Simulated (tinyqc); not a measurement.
Shortcuts against the integral: sheet resistance and Hall data of a diffused or implanted layer. Computed by tinyqc, a small Python program. Command: `OMP_NUM_THREADS=1 python tinyqc.py 3016320 3016321 out.jsonl layer walk`. One thread of a shared host (Intel(R) Xeon(R) Processor @ 2.30GHz), about 0.02 s of CPU time with the checks.

Carriers are taken equal to the net active doping down to the junction (full ionisation, which deep dopants in wide-gap hosts do not reach; no spill-over, no depletion), and the Hall factor is 1.

Inputs (values chosen for the exercise, modelled on boron in silicon):

| quantity | value | unit |
|---|---|---|
| mu_min | 46.4 | cm^2/(V s) |
| mu_max | 477 | cm^2/(V s) |
| N_ref | 2.1e+17 | 1/cm^3 |
| exponent alpha | 0.73 | - |
| peak concentration N_0 | 4.5e+20 | 1/cm^3 |
| length scale l | 37 | nm |
| background doping N_B (opposite type) | 7.4e+15 | 1/cm^3 |
| projected range R_p | 73 | nm |
| solubility limit N_s | 2.3e+20 | 1/cm^3 |

Profile: buried Gaussian (implant). Activation: limited by solubility.

Constants: e = 1.602176634e-19 C.

Method:
- N(x) = N_0 exp(-(x - R_p)^2/(2 l^2)) for x > 0, dose N_0 l sqrt(pi/2) erfc(-R_p/(l sqrt 2)), junction x_j = R_p + l sqrt(2 ln(N_0/N_B)); the layer starts at x_0 = max(0, 2 R_p - x_j).
- Mobility mu = mu_min + (mu_max - mu_min)/(1 + (N_t/N_ref)^alpha), N_t = active doping + N_B; carriers n = active doping - N_B, active doping min(N, N_s).
- Integrals from x_0 (0 unless stated) to x_j by the midpoint rule on 400 even intervals: 1/R_s = e int n mu dx; sheet density n_s = int n dx; Hall sheet density (int n mu dx)^2/int n mu^2 dx; Hall mobility int n mu^2 dx/int n mu dx.
- Mean conductivity 1/(R_s x_j); mean mobility 1/(e n_s R_s).
- Shortcuts: R_s = 1/(e Q mu) with the dose Q and the mobility at the (active) peak concentration; 1/(e n_s mu) with mu at N_t = n_s/x_j + N_B; 1/(e Q mu_max).

sheet resistance R_s = 43.2571 ohm

dose = 4.07233e+15 1/cm^2

sheet density n_s = 2.89980e+15 1/cm^2

junction depth x_j = 246.668 nm

Sheet resistances:

| method | R_s (ohm) | deviation (%) |
|---|---|---|
| integral | 43.257 | 0.000 |
| dose, mobility at the peak | 31.288 | -27.670 |
| n_s, mobility at the mean concentration | 42.533 | -1.673 |
| dose, mu_max | 3.213 | -92.572 |

What follows from these numbers?

The closest shortcut is «n_s, mobility at the mean concentration» (-1.7 %). Counting inactive dopants as carriers underestimates R_s.

Extremes, crossings and ranges named in words are read from the listed rows.
